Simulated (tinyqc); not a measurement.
What each parameter does: six-band Luttinger-Kohn model with strain.

Six-band Luttinger-Kohn model in the basis |3/2,3/2>, |3/2,1/2>, |3/2,-1/2>, |3/2,-3/2>, |1/2,1/2>, |1/2,-1/2>, electron energies, zero at the top of the unstrained valence band. H = -[rows: (P+Q, -S, R, 0, -S/r2, r2 R); (-S*, P-Q, 0, R, -r2 Q, r32 S); (R*, 0, P-Q, S, r32 S*, r2 Q); (0, R*, S*, P+Q, -r2 R*, -S*/r2); (-S*/r2, -r2 Q, r32 S, -r2 R, P+Dso, 0); (r2 R*, r32 S*, r2 Q, -S/r2, 0, P+Dso)], r2 = sqrt(2), r32 = sqrt(3/2). Levels are twofold.

P = c g1 k^2 - av tr(e); Q = c g2 (kx^2 + ky^2 - 2 kz^2) - (b/2)(exx + eyy - 2 ezz); R = c sqrt3 [-g2 (kx^2 - ky^2) + 2i g3 kx ky] + (sqrt3/2) b (exx - eyy) - i d exy; S = 2 c sqrt3 g3 (kx - i ky) kz - d (exz - i eyz); c = hbar^2/2m0, e the strain tensor (not engineering shear).

s11 = (C11 + C12)/((C11 - C12)(C11 + 2 C12)), s12 = -C12/((C11 - C12)(C11 + 2 C12)), s44 = 1/C44; exx = s11 sxx + s12 (syy + szz) and cyclic, exy = s44 sxy/2; tension is positive. A uniaxial stress X along the unit vector n is s_ij = X n_i n_j.

Constants: hbar^2/2m0 = 3.80998211 eV angstrom^2.

Values chosen for the exercise (near those of GaSb; not measured data):
- Dso = 0.741 eV (spin-orbit splitting)
- g1 = 13.5 (Luttinger gamma1)
- g2 = 4.68 (gamma2)
- g3 = 5.99 (gamma3)
- av = 0.79 eV (valence hydrostatic potential)
- b = -2.01 eV (tetragonal shear potential)
- d = -4.73 eV (trigonal shear potential)
- C11 = 89.6 GPa
- C12 = 41.4 GPa
- C44 = 43.7 GPa
- load = uniaxial [100] (kind of stress)
- X = 0.36 GPa (stress)

Edges at k = 0 under a uniaxial [100] stress X and the curvature mass of the top pair along [110] (step 0.0002 1/angstrom).

One parameter was then changed.

Results before and after:
```
case     top (eV)  second (eV)  third (eV)  mass (m0)
base       0.0167      -0.0127     -0.7400      0.090
changed    0.0133      -0.0103     -0.7401      0.090
```

Which of these changes was made? (a) g1 = 10.8; (b) X = 0.288 GPa; (c) C44 = 34.96 GPa; (d) av = 0.948 eV; (e) C12 = 33.12 GPa; (f) C11 = 71.68 GPa; (g) g3 = 4.792.

Answer: (b) X = 0.288 GPa. Of the candidates, run in turn, only this one gives the changed row.

All candidates:
```
case             top (eV)  second (eV)  third (eV)  mass (m0)
base               0.0167      -0.0127     -0.7400      0.090
av = 0.948 eV      0.0170      -0.0124     -0.7396      0.090
C11 = 71.68 GPa    0.0257      -0.0205     -0.7407      0.090
C44 = 34.96 GPa    0.0167      -0.0127     -0.7400      0.090
g1 = 10.8          0.0167      -0.0127     -0.7400      0.118
X = 0.288 GPa      0.0133      -0.0103     -0.7401      0.090
g3 = 4.792         0.0167      -0.0127     -0.7400      0.090
C12 = 33.12 GPa    0.0146      -0.0105     -0.7396      0.090
```

The Luttinger parameters multiply k^2 and cannot move the edges; av shifts all edges alike and leaves the mass.

(tinyqc, `OMP_NUM_THREADS=1 python tinyqc.py 1081222 1081223 out.jsonl`, Intel(R) Xeon(R) Processor @ 2.30GHz, 1 thread, shared host, about 0.03 s.)
